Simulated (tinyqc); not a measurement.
# Changing the layer thickness h

Model: elastic strain and critical thickness of a cubic alloy layer A(1-x)B(x) on a thick substrate. Computed by tinyqc, a small Python program. Command: `OMP_NUM_THREADS=1 python tinyqc.py 3006791 3006792 out.jsonl misfit sweep`. One thread of a shared host (Intel(R) Xeon(R) Processor @ 2.30GHz), about 0.01 s of CPU time with the checks.

Strain is positive in tension. The layer is coherent with the substrate unless said otherwise.

Inputs (values chosen for the exercise, modelled on GaAs(1-x)P(x) on GaAs):
```
quantity                        value      unit
fraction x of B                  0.58         -
lattice constant a_A            5.653  angstrom
lattice constant a_B            5.451  angstrom
substrate lattice constant a_S  5.653  angstrom
start of the iteration h0/b      1000         -
```

Growth plane: (111). Layer: buried under a thick cap. Misfit dislocation: 60-degree.

C11, C12, C44 of A (GPa): 117.7  54.73  60.11

C11, C12, C44 of B (GPa): 143.3  61.36  70.82

Method:
- a = (1 - x) a_A + x a_B, the same rule for each C_ij; misfit f = (a_S - a)/a, the in-plane strain of the coherent layer.
- (111): D = 2 (C11 + 2 C12 - 2 C44)/(C11 + 2 C12 + 4 C44), M = 6 C44 (C11 + 2 C12)/(C11 + 2 C12 + 4 C44). The free surface carries no normal stress, so e_perp = -D f; dV/V = 2 f + e_perp; stress = M f; energy per area = M f^2 h (1 GPa nm = 1 J/m^2).
- Voigt averages: G = (C11 - C12 + 3 C44)/5, B = (C11 + 2 C12)/3, nu = (3 B - 2 G)/(2 (3 B + G)); b = a/sqrt(2). The 60-degree dislocation has cos alpha = 1/2, and cos lambda = sqrt(3)/6 on (111), for glide on an inclined {111} plane.
- Matthews-Blakeslee: h_c = A [ln(h_c/b) + 1], A = b (1 - nu cos^2 alpha)/(4 pi |f| (1 + nu) cos lambda), the factor 4 pi being that of a buried layer, with a dislocation at both interfaces.
- Start at h0, put the right side back in, and stop when the change is below 1e-9 h or h turns negative.
- For h > h_c the same force balance gives the strain left, |e| = |f| A [ln(h/b) + 1]/h, and below h_c e = f; relaxation = 1 - e/f; dislocations per length across each line direction = (|f| - |e|)/(b cos lambda), times 2/3 for the three line sets on (111).

One run for each value; columns: (1) layer thickness h (nm); (2) strain left e; (3) relaxation (%); (4) dislocation line density (1/micrometre); (5) strain energy per area (J/m^2):
```
(1)        (2)     (3)     (4)         (5)
2     0.021164   0.000    0.00  1.7284e-01
4.3   0.021164   0.000    0.00  3.7161e-01
9.3   0.021164   0.000    0.00  8.0372e-01
20    0.020377   3.718    4.64  1.7284e+00
43    0.010948  48.270   60.27  3.7161e+00
93    0.005747  72.844   90.95  8.0372e+00
200   0.002989  85.878  107.23  1.7284e+01
430   0.001537  92.737  115.79  3.7161e+01
930   0.000779  96.318  120.26  8.0372e+01
2000  0.000394  98.138  122.54  1.7284e+02
```

What does the table show, and why?

Over the rows, strain left e falls from 0.0212 to 3.94e-4, flat over part of the range; relaxation (%) rises from 0 to 98.1, flat over part of the range; dislocation line density (1/micrometre) rises from 0 to 123, flat over part of the range. At the low end the exponent of strain left e is 0.00, close to 0: the layer is still coherent. The exponent of strain energy per area stays at 1: the energy density is uniform. Relaxation sets in between 9.30 and 20.0 nm, and reaches 98.1 % at the largest thickness. The energy column is that of the coherent layer. Real layers relax later, as dislocations must nucleate and glide.

Caution (all rows): above about 2 % misfit, linear elasticity is rough and compressed layers tend to form islands before dislocations.

Extremes, crossings and ranges named in words are read from the listed rows.
